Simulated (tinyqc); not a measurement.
Angle series: uniform film or islands? Model: X-ray photoelectron analysis of a thin oxide on a semiconductor: attenuation lengths, thickness, angle series and band offsets. Computed by tinyqc, a small Python program. Command: `OMP_NUM_THREADS=1 python tinyqc.py 3113897 3113898 out.jsonl xps walk`. One thread of a shared host (Intel(R) Xeon(R) Processor @ 2.30GHz), about 0.01 s of CPU time with the checks.

The same element is seen in the oxide and in the substrate, at nearly the same kinetic energy; films are flat and uniform, and the work function is ignored.

Inputs (values chosen for the exercise, modelled on SiO2 on silicon):
```
quantity                                          value     unit
photon energy                                       650       eV
binding energy of the core level                   99.4       eV
oxide density                                      2.21   g/cm^3
oxide formula mass                                60.08    g/mol
valence electrons per oxide formula                  16        -
oxide gap                                          8.92       eV
substrate density                                  2.33   g/cm^3
substrate formula mass                            28.09    g/mol
valence electrons per substrate formula               4        -
substrate gap                                      1.12       eV
oxide thickness d                                  0.72       nm
emission angle from the normal                       30  degrees
attenuation length over inelastic mean free path   0.92        -
carbon overlayer                                   0.73       nm
```

Method:
- TPP-2M: lambda = E/(E_p^2 [b ln(c E) - C/E + D/E^2]) in angstrom, E_p = 28.8 sqrt(N_v rho/M), b = -0.10 + 0.944/sqrt(E_p^2 + E_g^2) + 0.069 rho^0.1, c = 0.191/sqrt(rho), U = N_v rho/M, C = 1.97 - 0.91 U, D = 53.4 - 20.8 U, with E = photon energy less binding energy in eV.
- Attenuation length L = factor x lambda.
- R_0 = (rho_o/M_o) L_o/((rho_s/M_s) L_s); peak ratio R = I_ox/I_sub = R_0 [exp(d/(L_o cos theta)) - 1]; hence d = L_o cos theta ln(1 + R/R_0). A carbon layer weakens both peaks alike, by exp(-d_C/(L_o cos theta)) if its L is taken equal to L_o. This R_0 leaves out intrinsic losses from the substrate peak, so calibrated values can be larger.
- Islands: half of the surface carries 2 d and half none, R = R_0 (1/2)(1 - t)/(1/2 + t/2) with t = exp(-2 d/(L_o cos theta)); the apparent thickness is read with the uniform formula.

R_0 = 0.564187

L in the oxide = 1.77407 nm

Against the angle:
```
theta (degrees)  R, uniform  R, islands  apparent d, islands (nm)
0                    0.2824     0.21718                   0.57774
20                   0.3048     0.22957                   0.56912
35                   0.3618     0.25870                   0.54849
45                   0.4374     0.29239                   0.52381
55                   0.5806     0.34368                   0.48406
65                   0.9098     0.41999                   0.41718
75                   2.1424     0.51720                   0.29874
```

What follows from these numbers?

A uniform film gives d = 0.72 nm at every angle. The island film of the same volume reads 0.578 nm at normal emission and 0.299 nm at 75 degrees; its ratio cannot pass R_0, since the bare half always shows the substrate.

Extremes, crossings and ranges named in words are read from the listed rows.
